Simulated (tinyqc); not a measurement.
Molecular dynamics of a small cluster by velocity Verlet steps: one step, computed by the program tinyqc.

E = sum_(i<j) phi(r_ij), phi(r) = eps [exp(-2 alpha (r - r0)) - 2 exp(-alpha (r - r0))]; the force on i is -sum_j phi'(r_ij) (R_i - R_j)/r_ij.

Question. Step 1. Velocity Verlet: a = c F/M with c = 9.648533212e-3 angstrom/fs^2 per eV/(angstrom u); R(new) = R + v dt + a dt^2/2; v(new) = v + (a + a(new)) dt/2. Kinetic energy K = M v^2/(2c); temperature T = 2K/((3N - 3) k_B), rotation of the cluster included.

Inputs (values chosen for the exercise, for model atoms): length r0 = 3.2 angstrom; well depth eps = 0.57 eV; stiffness alpha = 1.13 1/angstrom; atomic mass M = 131 u; time step dt = 8.7 fs.

Potential: Morse. Thermostat: none.

starting positions (angstrom), rows atom 1, atom 2, atom 3, atom 4, atom 5, columns x, y, z:
```
[[-0.01, 0.07, -0.01],
 [3.17, 0.02, -0.01],
 [1.62, 2.74, 0.01],
 [1.62, 0.92, 2.62],
 [1.61, 0.9, -2.59]]
```

starting velocities (angstrom/fs), rows atom 1, atom 2, atom 3, atom 4, atom 5, columns x, y, z:
```
[[-0.00106, -0.00194, 0.00151],
 [0.00156, -0.00238, -0.00141],
 [-0.00064, 0.002, -5e-05],
 [0.00099, 0.00252, -0.00133],
 [-0.00084, -0.0002, 0.00128]]
```

Constants: 1 eV/(angstrom u) = 9.648533212e-03 angstrom/fs^2; k_B = 8.617333262e-05 eV/K.

Give: positions after step 1; new forces; velocities after step 1; total energy.

Answer.

positions after step 1 (angstrom), rows atom 1, atom 2, atom 3, atom 4, atom 5, columns x, y, z:
```
[[-0.020, 0.053, 0.003],
 [3.184, -0.001, -0.022],
 [1.614, 2.758, 0.010],
 [1.629, 0.942, 2.608],
 [1.603, 0.898, -2.579]]
```

new forces (eV/angstrom), rows atom 1, atom 2, atom 3, atom 4, atom 5, columns x, y, z:
```
[[-0.0480, -0.0642, 0.0540],
 [0.0653, -0.0633, 0.0789],
 [0.0125, 0.1235, -0.0213],
 [-0.0079, -0.0293, -0.0918],
 [-0.0219, 0.0334, -0.0198]]
```

velocities after step 1 (angstrom/fs), rows atom 1, atom 2, atom 3, atom 4, atom 5, columns x, y, z:
```
[[-0.001113, -0.001997, 0.001548],
 [0.001628, -0.002443, -0.001367],
 [-0.000634, 0.002112, -0.000058],
 [0.000981, 0.002507, -0.001387],
 [-0.000851, -0.000179, 0.001264]]
```

total energy = -5.004 eV
